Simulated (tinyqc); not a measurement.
# p-n diode with diffusion and depletion-layer recombination: two studies

Abrupt junction in the depletion approximation, low injection, full ionisation, neutral widths fixed, ohmic contact on the p side. Vj is the junction voltage; where a series resistance Rs is given, V = Vj + J Rs is the terminal voltage.

Parameters, values chosen for the exercise; band and dielectric values close to those of gallium nitride:
- T = 300 K (temperature)
- Eg = 3.42 eV (band gap)
- eps_r = 9.55 (relative permittivity)
- Nc = 2.34e18 cm^-3 (conduction-band density of states at T)
- Nv = 4.68e19 cm^-3 (valence-band density of states at T)
- Na = 2.6e17 cm^-3 (acceptor density)
- Nd = 2e16 cm^-3 (donor density)
- mun = 350 cm^2/(V s) (electron mobility in the p side)
- mup = 21 cm^2/(V s) (hole mobility in the n side)
- tn = 5e-6 s (electron lifetime)
- tp = 2e-8 s (hole lifetime)
- wp = 54 um (neutral width of the p side)
- wn = 1.2 um (neutral width of the n side)
- Sp = 1e7 cm/s (recombination velocity at the n contact)
- Rs = 0.05 ohm cm^2 (series resistance)
- Et = 0 eV (trap level above the intrinsic level)
- Vj = 1.38 V (junction voltage at which recombination is evaluated)

Constants: q = 1.602176634e-19 C, kB = 1.380649e-23 J/K, Vt = kB T/q, eps0 = 8.8541878128e-14 F/cm where lengths are in cm. Results are converted to the units shown.

Each table varies one quantity; the others keep the values above.

## Currents and ideality against junction voltage

ni = sqrt(Nc Nv) exp(-Eg/(2 Vt)), Eg in volts; D = mu Vt; Ln = sqrt(Dn tn), Lp = sqrt(Dp tp); J0n = q ni^2 Dn coth(wp/Ln)/(Ln Na); J0p = (q ni^2 Dp/(Lp Nd)) (s + tanh(wn/Lp))/(1 + s tanh(wn/Lp)), s = Sp Lp/Dp. J_diff = (J0n + J0p)(exp(Vj/Vt) - 1). Vbi = Vt ln(Na Nd/ni^2), W = sqrt(2 eps0 eps_r (Vbi - Vj)(1/Na + 1/Nd)/q), xp = W Nd/(Na + Nd), xn = W Na/(Na + Nd); u(x) = q Na (x + xp)^2/(2 eps0 eps_r) for x < 0 and Vbi - Vj - q Nd (xn - x)^2/(2 eps0 eps_r) for x > 0; p = Na exp(-u/Vt), n = Nd exp((u - Vbi + Vj)/Vt); U = ni^2 (exp(Vj/Vt) - 1)/(tp (n + ni exp(Et/Vt)) + tn (p + ni exp(-Et/Vt))); J_scr = q times the integral of U from -xp to xn. J = J_diff + J_scr. Ideality = (1/Vt) dVj/d ln J or (1/Vt) dV/d ln J; last column ni^2 exp(Vj/Vt)/N^2.

Currents and ideality against junction voltage:
```
Vj (V)	J_diff (A/cm^2)	J_scr (A/cm^2)	J (A/cm^2)	V (V)	ideality against Vj	ideality against V	minority/doping, lighter side
0.79	3.762e-38	1.929e-22	1.929e-22	0.7900	1.976	1.976	1.800e-39
1.07	1.902e-33	4.650e-20	4.650e-20	1.070	1.973	1.973	9.102e-35
1.34	6.531e-29	9.312e-18	9.312e-18	1.340	1.968	1.968	3.126e-30
1.62	3.302e-24	2.304e-15	2.304e-15	1.620	1.962	1.962	1.580e-25
1.9	1.670e-19	5.834e-13	5.834e-13	1.900	1.952	1.952	7.990e-21
2.18	8.441e-15	1.534e-10	1.534e-10	2.180	1.934	1.934	4.039e-16
2.45	2.899e-10	3.547e-8	3.576e-8	2.450	1.884	1.884	1.387e-11
2.73	1.465e-5	1.257e-5	2.722e-5	2.730	1.249	1.249	7.013e-7
3.01	0.7409	0.001972	0.7429	3.047	1.003	2.439	0.03546
```

What does the table show?

The ideality against Vj falls from 1.98 to 1.00. Diffusion overtakes recombination in the layer between Vj = 2.45 and 2.73 V. J_scr alone has an ideality of 1.97 between the first two rows and 2.14 between the last two. From Vj = 3.01 V the series resistance raises the terminal ideality by over a tenth; there J Rs = 1.4 Vt.

## Effect of the recombination velocity at the n contact

Same model as above.

J = J_diff + J_scr.

The same in every row: J0n (A/cm^2) = 4.801e-53; J_scr (A/cm^2) = 2.044e-17; J_scr/J (%) = 100.0; wn/Lp = 1.152.

Effect of the recombination velocity at the n contact:
```
Sp (cm/s)	J0p (A/cm^2)	J_diff (A/cm^2)
1	1.317e-51	2.080e-28
10	1.318e-51	2.081e-28
100	1.327e-51	2.095e-28
1000	1.405e-51	2.214e-28
10000	1.713e-51	2.684e-28
1e5	1.927e-51	3.010e-28
1e6	1.962e-51	3.063e-28
1e7	1.966e-51	3.069e-28
```

What does the table show?

As Sp goes from 1 to 1e7, J0p rises from 1.32e-51 to 1.97e-51 A/cm^2, J_scr stays at 2.04e-17 A/cm^2 and its share stays at 100 %. J0p crosses its long-base value at Sp = Dp/Lp = 5210 cm/s; with wn/Lp = 1.2 the contact changes it by a factor of 1.49 over the table.

Program tinyqc, `OMP_NUM_THREADS=1 python tinyqc.py 2260109 2260110 out.jsonl`; Intel Xeon 2.30GHz, shared host, one thread, about 0.01 s.
